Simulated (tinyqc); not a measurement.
## AlGaN/GaN HEMT with access regions, lumped model: field plate: effect of the insulator under the field plate

A polarisation-induced electron sheet under a Schottky gate, in series with two ungated access regions and contacts. Drift law v = mu E/(1 + mu E/vs) under the gate. Currents in mA/mm, resistances in ohm mm. No self-heating, no channel-length modulation; fits for polarisation, barrier and offset are chosen for the exercise.

sigma = (5e13 x + 1.6e13 x^2) cm^-2, phiB = 0.84 + 1.3 x, dEc = 0.7 (1.71 x + x^2) in volts, Cb = eps0 eps_r/d, VT = phiB - dEc - q sigma/Cb, access density n0 = -Cb VT/q. Off state: a depleted stretch that holds the voltage V has the peak field sqrt(k V), k = 2 q n0/(eps0 eps_r te), so one edge holds V1 = Ec^2/k. The sheet under the plate pinches off at Vf = q n0 (1/Cb + tf/(eps0 ei)); beyond it the gate edge is screened. BV = V1 if Vf >= V1, else Vf + V1, and at most Ec Ld.

Values chosen for this exercise; values close to those of AlGaN/GaN structures: aluminium share of the barrier x = 0.3; barrier thickness d = 25 nm; relative permittivity of barrier and channel eps_r = 9.4; drain access length Ld = 16 um; critical field Ec = 3.3 MV/cm; depth over which the depleted charge spreads te = 0.22 um; relative permittivity of that insulator ei = 7.5.

Constants: q = 1.602176634e-19 C, eps0 = 8.8541878128e-14 F/cm where lengths are in cm. Results are converted to the units shown.

The same in every row: V1 (V) = 42.16; Ec Ld (V) = 5280.

Field plate: effect of the insulator under the field plate:
```
tf (nm),Vf (V),BV (V)
9.8,10.59,52.75
15,12.45,54.60
22,14.94,57.10
32,18.50,60.66
48,24.20,66.36
71,32.39,74.55
110,46.28,42.16
160,64.09,42.16
```

What does the comparison show?

BV goes from 52.8 through a maximum of 74.5 (at tf = 71 nm among the rows listed) to 42.2 V. The plate helps (Vf < V1) in 6 of the 8 rows, and the access length caps BV in 0. The best thickness makes Vf just under V1, tf = 98.4 nm, where both edges reach Ec together and BV nears 2 V1.

Numbers from tinyqc (`OMP_NUM_THREADS=1 python tinyqc.py 2570029 2570030 out.jsonl`; about 0.02 s on one thread of a shared Intel Xeon 2.30GHz).
